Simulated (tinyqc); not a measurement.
Geometry optimisation on the UHF/sto-6g surface (energies and gradients from PySCF), for H4+, spin multiplicity 2, step by step. Computed by tinyqc, a small Python program that keeps every step (integrals from PySCF). Settings: charge = 1, multiplicity = 2, basis = sto-6g, optimiser = bfgs, first Hessian = 1.0, largest step = 0.1, iteration cap = 30. Command: `OMP_NUM_THREADS=1 python tinyqc.py 23109 23110 out.jsonl` (the two numbers bound the seeds that draw the settings). One thread of a shared host (Intel(R) Xeon(R) Processor @ 2.60GHz), about 2 s of CPU time with the checks.

## Step 1: energy and gradient

positions at the start (bohr):
```
          x       y        z
1H   0.0831  0.0416  -0.0302
2H   0.0265  0.0643   1.6989
3H   0.0643  2.2053  -0.0718
4H  -0.0094  2.2960   1.7934
```

Self-consistent energy and analytic gradient at these positions.

energy = -1.666558 hartree

gradient (hartree/bohr):
```
            x          y          z
1H   0.000861   0.080689  -0.053032
2H  -0.003097   0.077819   0.061965
3H   0.003548  -0.076226  -0.070691
4H  -0.001313  -0.082282   0.061757
```

## Step 1: move

Quasi-Newton step p = -H^(-1) g (first H = 1 times the unit matrix); steps longer than 0.1 bohr are cut back (factor 0.496 here).

positions after step 1 (bohr):
```
          x       y        z
1H   0.0827  0.0015  -0.0039
2H   0.0280  0.0256   1.6681
3H   0.0625  2.2431  -0.0367
4H  -0.0088  2.3368   1.7627
```

## Step 2: energy and gradient

As before.

energy = -1.684801 hartree

gradient (hartree/bohr):
```
            x          y          z
1H   0.000574   0.065948  -0.039499
2H  -0.002366   0.064468   0.045561
3H   0.002927  -0.063886  -0.057785
4H  -0.001135  -0.066530   0.051722
```

## Step 2: move

inverse Hessian in use (bohr^2/hartree), lower triangle:
```
          1        2        3        4        5        6        7        8
1    1.0000
2    0.0016   1.2750
3   -0.0006  -0.1406   1.0661
4    0.0000  -0.0088   0.0043   1.0003
5    0.0016   0.2742  -0.1415  -0.0089   1.2732
6    0.0007   0.1581  -0.0731  -0.0047   0.1594   1.0807
7    0.0001   0.0124  -0.0064  -0.0004   0.0123   0.0072   1.0006
8   -0.0017  -0.2763   0.1437   0.0090  -0.2750  -0.1621  -0.0124   1.2766
9   -0.0014  -0.2410   0.1233   0.0077  -0.2403  -0.1386  -0.0108   0.2421
10   0.0000  -0.0051   0.0027   0.0002  -0.0051  -0.0031  -0.0002   0.0051
11  -0.0015  -0.2729   0.1385   0.0087  -0.2724  -0.1555  -0.0123   0.2746
12   0.0014   0.2235  -0.1162  -0.0073   0.2224   0.1310   0.0100  -0.2238

          9       10       11      12
9    1.2112
10   0.0045   1.0001
11   0.2392   0.0051   1.2706
12  -0.1958  -0.0041  -0.2221  1.1810
```

Quasi-Newton step p = -H^(-1) g (the inverse Hessian comes from BFGS updates; coordinates in the order x, y, z of each atom); steps longer than 0.1 bohr are cut back (factor 0.231 here).

positions after step 2 (bohr):
```
          x        y        z
1H   0.0824  -0.0391   0.0181
2H   0.0294  -0.0146   1.6431
3H   0.0607   2.2835  -0.0011
4H  -0.0081   2.3774   1.7301
```

## Convergence

Stop when the largest gradient component is below 3e-5 hartree/bohr. The inverse Hessian follows the BFGS update with s = step, y = change of gradient.

Course of the optimisation:
```
step  E (hartree)  largest gradient (hartree/bohr)
1       -1.666558                         8.23e-02
2       -1.684801                         6.65e-02
3       -1.699258                         5.33e-02
4       -1.710120                         4.19e-02
5       -1.717850                         3.21e-02
6       -1.723153                         2.38e-02
7       -1.726741                         1.69e-02
8       -1.729099                         1.12e-02
9       -1.730484                         6.60e-03
10      -1.731033                         2.95e-03
11      -1.731079                         2.52e-03
12      -1.731111                         3.01e-03
13      -1.731193                         3.96e-03
14      -1.731392                         8.26e-03
15      -1.731640                         1.31e-02
16      -1.731898                         1.76e-02
17      -1.732164                         2.19e-02
18      -1.732485                         2.59e-02
19      -1.732970                         2.94e-02
20      -1.733700                         3.23e-02
21      -1.734683                         3.45e-02
22      -1.735888                         3.59e-02
23      -1.737273                         3.63e-02
24      -1.738799                         3.55e-02
25      -1.740461                         3.34e-02
26      -1.742378                         2.97e-02
27      -1.744891                         2.47e-02
28      -1.747626                         1.97e-02
29      -1.749792                         1.40e-02
30      -1.751160                         1.18e-02
```

Distances after the last move, whose energy is not in the table (angstrom):
```
pair   distance
2H-1H    0.8654
3H-1H    1.4204
3H-2H    1.0533
4H-1H    2.3762
4H-2H    1.8813
4H-3H    0.9573
```

Not converged within 30 steps: the energy falls at every step, but slowly. Reruns: method bfgs, first Hessian 0.6, largest step 0.3: not converged.
